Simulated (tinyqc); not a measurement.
Non-radiative capture by multiphonon emission, one effective mode: one step, computed by the program tinyqc. Command: `OMP_NUM_THREADS=1 python tinyqc.py 3024457 3024458 out.jsonl capture walk`. One thread of a shared host (Intel(R) Xeon(R) Processor @ 2.30GHz), about 0.01 s of CPU time with the checks.

The initial state (free carrier plus empty centre) lies dE above the final state; both have the same frequency and are displaced by dQ.

Problem. Scaled coefficient, cross-section and lifetime. Sommerfeld factor of an attractive centre: s(k) = 2 pi nu/(1 - exp(-2 pi nu)), nu = sqrt(Ry*/E), Ry* = Ry m/eps^2, averaged over (2/sqrt(pi)) sqrt(x) exp(-x) dx with x = E/k_B T = t^2 (trapezoid, t to 6 in steps of 0.01). C = s C_0; v = sqrt(3 k_B T/m); sigma = C/v; tau = 1/(C N_t).

Inputs (values chosen for the exercise, with mass, screening and phonons like those of GaN):
```
quantity                 value   unit
carrier mass m           0.195    m_0
dielectric constant eps   9.53      -
temperature T               77      K
defect density N_t       2e+14  cm^-3
```

Centre: attractive.

C_0 = 9.721941e-12 cm^3/s

Constants: Ry = 13.605693123 eV; k_B = 8.617333262e-05 eV/K; k_B = 1.380649e-23 J/K; m_0 = 9.1093837015e-31 kg.

Give: Sommerfeld factor s; capture coefficient C; thermal velocity v; cross-section sigma; capture time.

Solution.

Sommerfeld factor s = 14.88

capture coefficient C = 1.446e-10 cm^3/s

thermal velocity v = 1.340e+07 cm/s

cross-section sigma = 1.079e-17 cm^2

capture time = 3.457e-05 s
